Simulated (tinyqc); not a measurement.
Free and trapped electrons in a MOS channel with a dense trap tail: two steps of the calculation.

p-type body, charge-sheet picture, full ionisation (an idealisation for deep acceptors), Boltzmann statistics for free electrons. e = Ec - EF at the surface. Acceptor-like traps of density D(E) = D0 + De exp(-E/Ew) at depth E below Ec, from 0 to Eu, hold n_t = integral of D(E)/(1 + exp((e - E)/Vt)). psi = Eg - Vt ln(Nv/Na) - e; N_dep = sqrt(2 eps0 eps_r Na (psi - Vt)/q); n_f = sqrt(N_dep^2 + 2 eps0 eps_r Vt Nc exp(-e/Vt)/q) - N_dep; Vg = Vfb + psi + q (N_dep + n_t + n_f)/Cox, Cox = eps0 eox/tox.

Values chosen for this exercise; band and dielectric values close to those of silicon: temperature T = 250 K; band gap Eg = 1.13 eV; relative permittivity eps_r = 11.5; conduction-band density of states at T Nc = 2.15e19 cm^-3; valence-band density of states at T Nv = 1.99e19 cm^-3; relative permittivity of the insulator eox = 3.9; insulator thickness tox = 36 nm; acceptor density Na = 4.7e16 cm^-3; flat-band voltage without trapped charge Vfb = -0.93 V; constant background density of acceptor-like traps D0 = 1.1e11 cm^-2 eV^-1; density of the tail at the conduction edge De = 6e12 cm^-2 eV^-1; decay energy of the tail Ew = 0.11 eV; depth below Ec down to which the traps reach Eu = 0.93 eV; mobility of free electrons mf = 190 cm^2/(V s); Ec - EF at the surface e = 0.069 eV.

Constants: q = 1.602176634e-19 C, kB = 1.380649e-23 J/K, Vt = kB T/q, eps0 = 8.8541878128e-14 F/cm where lengths are in cm. Results are converted to the units shown.

Problem 1. Trapped charge. Trapezoid rule on 12 equal steps from 0 to Eu, f = 1/(1 + exp((e - E)/Vt)).

Find: E; D(E) f; n_t.

Solution 1.

```
point    E (eV)  D(E) f (cm^-2 eV^-1)
0             0             2.3865e11
1      0.077500             1.8375e12
2       0.15500             1.5476e12
3       0.23250             8.3437e11
4       0.31000             4.6828e11
5       0.38750             2.8711e11
6       0.46500             1.9755e11
7       0.54250             1.5328e11
8       0.62000             1.3139e11
9       0.69750             1.2058e11
10      0.77500             1.1523e11
11      0.85250             1.1258e11
12      0.93000             1.1128e11
```

n_t = 4.6349e11 cm^-2

Problem 2. Charges and gate voltage. psi, N_dep, n_f and Vg as defined, with the n_t given; free share n_f/(n_f + n_t); apparent mobility mf n_f/(n_f + n_t); gate voltage spent on traps q n_t/Cox.

n_t = 4.6348806e11 cm^-2

Find: psi; N_dep; n_f; Vg; free share; apparent mobility; gate voltage spent on traps.

Solution 2.

psi = 0.93070 V
N_dep = 7.3697e11 cm^-2
n_f = 1.4758e11 cm^-2
Vg = 2.2524 V
free share = 24.151 %
apparent mobility = 45.886 cm^2/(V s)
gate voltage spent on traps = 0.77417 V

tinyqc, about 0.02 s, one thread, Intel Xeon 2.30GHz (shared host): `OMP_NUM_THREADS=1 python tinyqc.py 2222198 2222199 out.jsonl`
